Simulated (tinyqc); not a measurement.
Size effects in the resistivity of thin metal films and interconnect lines: one step, computed by the program tinyqc. Command: `OMP_NUM_THREADS=1 python tinyqc.py 3001740 3001741 out.jsonl size walk`. One thread of a shared host (Intel(R) Xeon(R) Processor @ 2.30GHz), about 0.01 s of CPU time with the checks.

Electrons lose their drift at surfaces (a share 1 - p of the hits) and at grain boundaries (reflection R), besides bulk scattering. The line sits in a trench with a non-conducting liner on both walls and the bottom; the spacing equals the drawn width.

Problem. Resistance and delay. Total: rho = rho_b [1 + surface excess + grain excess]; resistance per length rho/(w_m h_m); capacitance per length C = 2 k eps_0 (aspect ratio + 1/2), a parallel-plate estimate for two neighbours plus a fixed term for the planes above and below; delay 0.38 R C L^2; effective resistivity per drawn area.

Inputs (values chosen for the exercise, modelled on gold):

| quantity | value | unit |
|---|---|---|
| bulk resistivity rho_b | 2.22 | microohm cm |
| aspect ratio (height over width) | 1.5 | - |
| line length | 250 | micrometre |
| permittivity of the dielectric k | 3.6 | - |

Geometry: line.

rho/rho_b from surfaces = 1.200651

rho/rho_b from grains = 2.331077

metal width w_m = 41 nm

metal height h_m = 66.5 nm

share of the trench filled by metal = 85.90107 %

Constants: eps_0 = 8.8541878128e-12 F/m.

Give: resistivity rho; resistance per length; capacitance per length; RC delay; effective resistivity per drawn area.

Solution.

resistivity rho = 5.620 microohm cm

resistance per length = 20.61 ohm/micrometre

capacitance per length = 0.1275 fF/micrometre

RC delay = 62.42 ps

effective resistivity per drawn area = 6.543 microohm cm

Of the factor 2.95 over bulk, scattering gives 2.53 and the liner 1.16; within scattering, grain boundaries outweigh surfaces (1.33 against 0.20, grains first).
